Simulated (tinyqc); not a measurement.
Temperature: Wannier exciton and Elliott formula.

Saha balance n^2/n_x = K = (mu kB T/(4 pi c))^(3/2) exp(-Ry*/kB T) with n + n_x = N, 1s excitons only, equal spin counts for excitons and free pairs; free share f = 2/(1 + sqrt(1 + 4N/K)); c = hbar^2/2m0, Ry* = Ry mu/eps^2, 1/mu = 1/me + 1/mh, 1/angstrom^3 = 1e24/cm^3.

Constants: hbar^2/2m0 = 3.80998211 eV angstrom^2; kB = 8.617333262e-05 eV/K; Ry = 13.60569312 eV.

Values chosen for the exercise (near those of Ge at its direct gap; shifted at random, so the results belong to these values and not to a real crystal): me = 0.038 m0 (electron mass); mh = 0.124 m0 (hole mass); eps = 16.4 (dielectric constant); N = 0.00018 x 1e16/cm^3 (density of pairs).

The balance at fixed N.

Ionisation:
```
T (K)  kB T/Ry*  K (1e16/cm^3)  free share
10        0.586        0.00687       0.975
20        1.171         0.0456       0.996
40        2.343          0.198       0.999
77        4.510          0.648        1.00
150       8.785           1.96        1.00
300      17.570           5.88        1.00
```

What does the comparison show, and why?

The free share stays above one half over the table. The free share goes from 0.975 to 1. A lower density ionises at a lower temperature, since free pairs gain entropy.

(tinyqc, `OMP_NUM_THREADS=1 python tinyqc.py 1281732 1281733 out.jsonl`, Intel(R) Xeon(R) Processor @ 2.30GHz, 1 thread, shared host, about 0.01 s.)
